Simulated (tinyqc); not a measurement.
Optical gain and spontaneous emission in a bulk direct-gap semiconductor: one step. Absorption of the empty crystal.

Parabolic bands, vertical transitions, no excitons. For each hole band j: mr = me mj/(me + mj); joint density of states J_j(E) = (mr/c)^(3/2) sqrt(E - Eg)/(2 pi^2), both spins, c = hbar^2/2m0; averaged matrix element |e.p|^2 = m0 Ep/6; alpha_j(E) = 4 pi^2 alpha_f c Ep J_j/(3 nr E) in 1/angstrom (alpha_f the fine-structure constant, listed as alpha among the constants), times 1e8 for 1/cm.

Constants: hbar^2/2m0 = 3.80998211 eV angstrom^2; fine-structure constant alpha = 0.007297352564.

Values chosen for the exercise (near those of InGaAs; not measured data): Eg = 0.763 eV (direct gap); me = 0.0411 m0 (electron mass); mhh = 0.447 m0 (heavy-hole mass); mlh = 0.053 m0 (light-hole mass); Ep = 22.9 eV (Kane energy); nr = 3.49 (refractive index); E = 0.821 eV (photon energy).

Problem. Evaluate at E for heavy and light holes.

Give: mr, J and alpha of each hole band.

Solution.

mr, J and alpha of each hole band:
```
hole,mr (m0),J (1/(eV angstrom^3)),alpha (1/cm)
heavy,0.03764,1.198e-05,3503.1
light,0.02315,5.778e-06,1689.6
```

The heavy-hole band gives 67 % of the total, 5193 1/cm.

Run: tinyqc, `OMP_NUM_THREADS=1 python tinyqc.py 1651239 1651240 out.jsonl`; Intel(R) Xeon(R) Processor @ 2.30GHz, one thread, shared host; about 0.08 s of CPU time with all checks.
